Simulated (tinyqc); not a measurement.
Worked calculation: Hubbard chain of 6 sites. Computed by tinyqc, a small Python program that keeps every step. Settings: hopping = 0.55, U = 11.5, mixing = 1, iteration cap = 80. Command: `OMP_NUM_THREADS=1 python tinyqc.py 27961 27962 out.jsonl` (the two numbers bound the seeds that draw the settings). One thread of a shared host (Intel(R) Xeon(R) Processor @ 2.60GHz), about 0.2 s of CPU time with the checks. Later iterations appear only in the table of the cycle.

## Mean-field iteration 1

one-body matrix (hopping and site energies) (eV):
```
          1         2         3         4         5         6
1  -0.25000  -0.55000   0.00000   0.00000   0.00000   0.00000
2  -0.55000   0.93000  -0.55000   0.00000   0.00000   0.00000
3   0.00000  -0.55000   0.95000  -0.55000   0.00000   0.00000
4   0.00000   0.00000  -0.55000   0.00000  -0.55000   0.00000
5   0.00000   0.00000   0.00000  -0.55000  -0.25000  -0.55000
6   0.00000   0.00000   0.00000   0.00000  -0.55000   0.01000
```

U = 11.50000 eV

electrons, up and down: 2  2

mixing = 1

n(up) at the start (a guess, not normalised): 1 0.63300, 2 0.03300, 3 0.63300, 4 0.03300, 5 0.63300, 6 0.03300

n(down) at the start (a guess): 1 0.03300, 2 0.63300, 3 0.03300, 4 0.63300, 5 0.03300, 6 0.63300

H(up) = T + U n(down), H(down) = T + U n(up); fill the lowest levels; n(new) = n + mixing (n(out) - n); E = tr T (rho up + rho down) + U sum n_up n_down of the output.

levels, up (eV): 0.04445  0.09108  1.23972  7.30443  7.39528  8.29203

levels, down (eV): 0.26887  0.37087  1.21633  7.07963  7.11778  8.31352

energy = -0.70052 eV

n(up) after iteration 1: 1 0.99411, 2 0.00487, 3 0.00220, 4 0.00611, 5 0.98702, 6 0.00569

n(down) after iteration 1: 1 0.00001, 2 0.00167, 3 0.00514, 4 0.98673, 5 0.01305, 6 0.99340

## Mean-field iteration 2

As before.

levels, up (eV): -0.49414  -0.15303  0.57435  1.59976  11.39273  11.47033

levels, down (eV): -0.26364  0.04949  0.61620  1.62061  11.15539  11.21195

energy = -1.00215 eV

n(up) after iteration 2: 1 0.81675, 2 0.16105, 3 0.02297, 4 0.00244, 5 0.99455, 6 0.00224

n(down) after iteration 2: 1 0.00011, 2 0.04594, 3 0.22530, 4 0.72745, 5 0.00420, 6 0.99700

## Convergence

Each step fills the lowest levels of T + U n(other spin) and sets n(new) = n + mixing (n(out) - n); stop when output and input agree to 1e-8.

Course of the cycle:
```
iteration      E (eV)  largest |n(out) - n(in)|  mean |n_up - n_down|
1          -0.7005163                  6.31e-01               0.65709
2          -1.0021482                  2.59e-01               0.64070
3          -1.0777647                  1.22e-01               0.66087
4          -1.0930526                  6.55e-02               0.65749
5          -1.0956901                  2.21e-02               0.65992
6          -1.0960947                  1.04e-02               0.65934
7          -1.0961540                  3.56e-03               0.65966
8          -1.0961626                  1.52e-03               0.65958
9          -1.0961638                  5.41e-04               0.65962
10         -1.0961640                  2.18e-04               0.65961
11         -1.0961640                  7.97e-05               0.65961
12         -1.0961641                  3.12e-05               0.65961
13         -1.0961641                  1.16e-05               0.65961
14         -1.0961641                  4.48e-06               0.65961
15         -1.0961641                  1.67e-06               0.65961
16         -1.0961641                  6.45e-07               0.65961
17         -1.0961641                  2.41e-07               0.65961
18         -1.0961641                  9.29e-08               0.65961
19         -1.0961641                  3.47e-08               0.65961
20         -1.0961641                  1.34e-08               0.65961
21         -1.0961641                  5.00e-09               0.65961
```

local moments n_up - n_down: 1 0.86399, 2 0.12483, 3 -0.18684, 4 -0.79673, 5 0.99002, 6 -0.99526

Converged in 21 iterations. Before convergence this energy mixes input and output and is not variational, so it may rise towards its limit.

## Exact diagonalisation (225 states)

Lowest levels of the sector, and the double occupancy of the lowest state.

lowest levels (eV): -1.28682  -1.26679  -1.17909  -1.17392  -1.13680  -1.12103

double occupancy per site = 0.00233

The mean-field solution above lies 0.1907 eV above the exact energy.

## The lowest level by Lanczos steps

From a random start vector (not printed): a_j = <q_j|H|q_j>, b_j = norm of the remainder after orthogonalising; the Ritz value is the lowest eigenvalue of the tridiagonal matrix of a and b so far.

Lanczos:
```
j   a_j (eV)  b_j (eV)  lowest Ritz value (eV)
1    7.68517   7.45474               7.6851702
2   11.40270   7.99495               1.8609565
3   17.17925   5.12405               0.2061925
4    9.91623   9.60267              -0.0984158
5   14.76163   6.36430              -0.6158622
6   12.73947   4.87983              -0.9361870
7   10.75910   9.92725              -1.0172623
8   14.91880   4.77510              -1.1511225
9   11.95462   4.67939              -1.1987696
10   5.80732   6.86635              -1.2203005
```
